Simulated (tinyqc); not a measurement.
Inside a calculation. Method: CIS on RHF in the sto-3g basis, for H4, spin multiplicity 1. One step of it, computed by the program tinyqc.

Task: CIS singlet states. Diagonalise A (1 hartree = 27.211386 eV); each vector has its largest component positive (the first on a tie). The transition dipole is mu = sqrt2 sum c_ia <i|r|a>.

CIS matrix A, singlet (hartree), lower triangle:
```
,1>3,1>4,2>3,2>4
1>3,0.786184
1>4,0.000000,1.072604
2>3,0.000000,0.043402,0.659189
2>4,-0.010877,0.000000,0.000000,1.000948
```

dipole integrals <i|r|a> (bohr):
```
,x,y,z
1>3,0.000000,0.000000,0.000000
1>4,0.000000,0.000000,0.516609
2>3,0.000000,0.000000,-1.433956
2>4,0.000000,0.000000,0.000000
```

Give: singlet excitation energies; lowest vectors; oscillator strengths 2/3 w |mu|^2.

Result:

singlet excitation energies (eV): 17.8148  21.3782  27.2521  29.3097

lowest vectors:
```
,state 1,state 2,state 3,state 4
1>3,0.0000,0.9987,-0.0505,0.0000
1>4,-0.1033,0.0000,0.0000,0.9947
2>3,0.9947,0.0000,0.0000,0.1033
2>4,0.0000,0.0505,0.9987,0.0000
```

oscillator strengths 2/3 w |mu|^2: 1.9111  0.0000  0.0000  0.1921
